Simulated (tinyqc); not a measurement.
Landau-Devonshire theory of a uniaxial ferroelectric: one step, computed by the program tinyqc. Command: `OMP_NUM_THREADS=1 python tinyqc.py 3015189 3015190 out.jsonl ferro walk`. One thread of a shared host (Intel(R) Xeon(R) Processor @ 2.30GHz), about 0.01 s of CPU time with the checks.

G(P) = (alpha/2) P^2 + (beta*/4) P^4 + (gamma/6) P^6 - E P per volume, SI units, one domain, P along the polar axis, which is normal to the film.

Problem. A capacitor with imperfect screening. Between shorted electrodes with screening length lambda each, the depolarising field is -k P, k = 2 lambda/(eps_0 (d + 2 lambda eps_b)), so alpha turns into alpha + k. Ps^2 = [-beta* + sqrt(beta*^2 - 4 alpha gamma)]/(2 gamma). The polar state is the lowest uniform state while alpha + k < 0 (beta* > 0) or < 3 beta*^2/(16 gamma) (beta* < 0); setting the equality gives the critical thickness d_c.

Inputs (values chosen for the exercise, modelled on barium titanate):
```
quantity,value,unit
Curie-Weiss temperature T0,381,K
gamma,1.7e+10,J m^9/C^6
temperature T,315,K
film thickness d,38,nm
screening length lambda,0.004,nm
background permittivity eps_b,5,-
```

Sample: epitaxial film.

alpha = -5.370346e+08 J m/C^2

beta* = 5.187143e+08 J m^5/C^4

Constants: eps_0 = 8.8541878128e-12 F/m.

Give: depolarising coefficient k; polarisation of the film; size of the depolarising field; critical thickness d_c.

Solution.

depolarising coefficient k = 2.3752e+07 J m/C^2

polarisation of the film = 39.897 microcoulomb/cm^2

size of the depolarising field = 9.4762 MV/m

critical thickness d_c = 1.6424 nm

Caution: the strain shifts T0 by more than 500 K here, which is beyond the range where constant coefficients hold.
